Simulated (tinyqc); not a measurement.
Double-gate transistor below threshold, two-dimensional Poisson equation on a small mesh: two steps of the calculation.

Half of a symmetric double-gate structure: row 0 is the mid-plane of the body, where the normal field vanishes. Mobile charge is neglected (subthreshold), the body is fully depleted, and potentials are counted from the intrinsic level; rows run upward to the gate, columns from source to drain.

Values chosen for this exercise; semiconductor permittivity close to that of silicon:

| symbol | value | unit | meaning |
|---|---|---|---|
| T | 273 | K | temperature |
| eps_r | 11.8 |  | relative permittivity of the semiconductor |
| eox | 22 |  | relative permittivity of the insulator |
| tb | 6 | nm | half the body thickness |
| tox | 4.3 | nm | insulator thickness |
| L | 37 | nm | channel length |
| Na | 9.5e17 | cm^-3 | acceptor density of the depleted body |
| Vbi | 0.6 | V | potential of the source |

Constants: q = 1.602176634e-19 C, kB = 1.380649e-23 J/K, Vt = kB T/q, eps0 = 8.8541878128e-14 F/cm where lengths are in cm. Results are converted to the units shown.

Problem 1. Coefficients of the five-point equations. Mesh: rows i = 0..3 in the semiconductor (step hs = tb/3, row 3 on the interface), then 2 step(s) ho = tox/2 up to the gate row 5; columns j = 0..7 (step hy = L/7). Box integration, divided by eps0: up_i = eps hy/h of the interval above row i, dn_i = that of the interval below (0 for row 0), lat_i = (sum of eps h/2 over the intervals above and below)/hy, s_i = -q Na w_i hy/eps0 with w_i the semiconductor height of the box (hs/2 for row 0 and the interface row, hs between, 0 in the insulator). Each free node obeys (up + dn + 2 lat) psi = up psi(above) + dn psi(below) + lat [psi(left) + psi(right)] + s.

Wanted: up; dn; lat; s.

Solution 1.

```
row      up      dn     lat      s (V)
0    31.186       0  2.2324  -0.090863
1    31.186  31.186  4.4649   -0.18173
2    31.186  31.186  4.4649   -0.18173
3    54.086  31.186  6.7068  -0.090863
4    54.086  54.086  8.9486          0
```

Problem 2. Barrier, swing and barrier lowering. The barrier is read along row 0, the path farthest from the gate. Take the node j of lowest psi: barrier Vbi - psi_j; swing Vt ln 10/(d psi_j/dVg); DIBL = (d psi_j/dVd)/(d psi_j/dVg). The derivatives solve the same equations with s = 0 and a unit change of that voltage.

converged psi (V):
```
              j=0         j=1         j=2         j=3         j=4         j=5         j=6         j=7
row 0   0.6000000   0.1959426  -0.0023496  -0.0645705  -0.0299582   0.1301462   0.5258931   1.3000000
row 1   0.6000000   0.1841265  -0.0091766  -0.0685888  -0.0360279   0.1161914   0.5017218   1.3000000
row 2   0.6000000   0.1462722  -0.0293456  -0.0799475  -0.0534019   0.0746605   0.4242845   1.3000000
row 3   0.6000000   0.0744281  -0.0615860  -0.0965242  -0.0794829   0.0072360   0.2773539   1.3000000
row 4   0.2350000  -0.0136221  -0.0910290  -0.1108477  -0.1014810  -0.0527021   0.1010009   0.5850000
row 5  -0.1300000  -0.1300000  -0.1300000  -0.1300000  -0.1300000  -0.1300000  -0.1300000  -0.1300000
```

d psi/dVg on row 0: j=0 0.00000000, j=1 0.51966813, j=2 0.78470444, j=3 0.88421585, j=4 0.88421585, j=5 0.78470444, j=6 0.51966813, j=7 0.00000000
d psi/dVd on row 0: j=0 0.0000000, j=1 0.0044870, j=2 0.0130079, j=3 0.0331690, j=4 0.0826152, j=5 0.2022876, j=6 0.4758449, j=7 1.0000000

Find: j; barrier; swing; DIBL.

Solution 2.

j = 3
barrier = 0.6646 V
swing = 61.26 mV/decade
DIBL = 37.51 mV/V

Computed by the program tinyqc: `OMP_NUM_THREADS=1 python tinyqc.py 2480048 2480049 out.jsonl`, one thread of a shared Intel Xeon 2.30GHz, about 0.1 s for the whole run.
